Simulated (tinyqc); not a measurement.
Worked calculation: CCSD on RHF in the 6-31g basis, for H3+, spin multiplicity 1. One step of it, computed by the program tinyqc.

Question. Iteration 1: diagonalisation and new density. Diagonalise F' = X^T F X, C = X C', fill 1 alpha and 1 beta electrons from the bottom; D = 2 C_occ C_occ^T. Each column has its largest component positive (the first on a tie).

Fock matrix F (hartree), lower triangle:
```
           1H 1s      1H 2s      2H 1s      2H 2s      3H 1s      3H 2s
1H 1s  -0.658912
1H 2s  -0.924537  -0.872231
2H 1s  -0.657565  -0.643242  -0.365302
2H 2s  -0.739899  -0.721404  -0.676294  -0.664404
3H 1s  -0.657565  -0.643242  -0.211288  -0.386396  -0.365302
3H 2s  -0.739899  -0.721404  -0.386396  -0.525074  -0.676294  -0.664404
```

X, lower triangle:
```
           1H 1s      1H 2s      2H 1s     2H 2s      3H 1s     3H 2s
1H 1s   1.322305
1H 2s  -0.632922   3.870423
2H 1s  -0.153081  -0.032376   1.286711
2H 2s   0.120619  -1.655174  -0.469355  2.198857
3H 1s  -0.153081  -0.032376   0.056121  0.064916   1.286711
3H 2s   0.120619  -1.655174   0.064916  0.471132  -0.469355  2.198857
```

Give: F' = X^T F X; orbital energies; coefficients C; D after iteration 1.

Answer.

F' = X^T F X (hartree), lower triangle:
```
        1       2       3       4       5       6
1   0.094
2  -0.643   0.107
3  -0.410  -0.153   0.204
4  -0.099  -0.220  -0.501  -0.029
5  -0.410  -0.153   0.096  -0.032   0.204
6  -0.099  -0.220  -0.032  -0.104  -0.501  -0.029
```

orbital energies (hartree): MO1 -1.124, MO2 -0.378, MO3 0.000, MO4 0.476, MO5 0.561, MO6 1.016

coefficients C:
```
         MO1     MO2     MO3     MO4     MO5     MO6
1H 1s  0.386   0.000   0.307  -0.660   0.000  -1.243
1H 2s  0.393   0.000   2.968   2.240   0.000   2.623
2H 1s  0.215   0.333  -0.013  -0.632  -0.888   0.750
2H 2s  0.037   0.616  -1.979  -0.493   1.120  -1.496
3H 1s  0.215  -0.333  -0.013  -0.632   0.888   0.750
3H 2s  0.037  -0.616  -1.979  -0.493  -1.120  -1.496
```

D after iteration 1, lower triangle:
```
       1H 1s  1H 2s  2H 1s  2H 2s  3H 1s  3H 2s
1H 1s  0.298
1H 2s  0.304  0.309
2H 1s  0.166  0.169  0.093
2H 2s  0.028  0.029  0.016  0.003
3H 1s  0.166  0.169  0.093  0.016  0.093
3H 2s  0.028  0.029  0.016  0.003  0.016  0.003
```
